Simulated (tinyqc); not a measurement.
Inside a calculation. Model: ellipsometry and reflectance of a transparent film on an absorbing substrate.

tinyqc, about 0.4 s, one thread, Intel Xeon 2.30GHz (shared host): `OMP_NUM_THREADS=1 python tinyqc.py 2870148 2870149 out.jsonl` Printed values are rounded.

Air (index 1), film, substrate with N2 = n2 - i k2; time factor exp(+i w t). q_j = sqrt(N_j^2 - sin^2 th), root with positive real part. Fresnel coefficients r_s = (q_a - q_b)/(q_a + q_b), r_p = (N_b^2 q_a - N_a^2 q_b)/(N_b^2 q_a + N_a^2 q_b). tan(Psi) exp(i Delta) = R_p/R_s, Delta taken from 0 to 360 degrees.

Inputs (values chosen for the exercise); indices close to those of silicon nitride on silicon:
- lam = 546.1 nm (wavelength)
- th = 75 degrees (angle of incidence)
- n1 = 2.031 (index of the transparent film)
- d = 16 nm (film thickness)
- n2 = 4.086 (index of the substrate)
- k2 = 0.031 (extinction coefficient of the substrate)

## Interface coefficients and thickness period

q0, q1, q2 and the coefficients r01 and r12 for p and s; the results repeat in d with the period lam/(2 q1).

q0 = 0.258819
q1 = 1.78660
q2 = 3.97019-0.03190i
r01,p = -0.251902
r01,s = -0.746928
r12,p = 0.291134-0.003266i
r12,s = -0.379326+0.003440i
period = 152.832 nm

## Psi, Delta and reflectances

beta = 2 pi d q1/lam, X = exp(-2 i beta), R = (r01 + r12 X)/(1 + r01 r12 X) for p and s.

beta = 0.328894 rad
X = 0.791347-0.611367i
R_p = -0.034114-0.189951i
R_s = -0.864456+0.067994i
Psi = 12.5474 degrees
Delta = 84.3160 degrees
|R_p|^2 = 0.0372453
|R_s|^2 = 0.751908

The bare substrate gives Psi = 2.771 and Delta = 175.25 degrees.
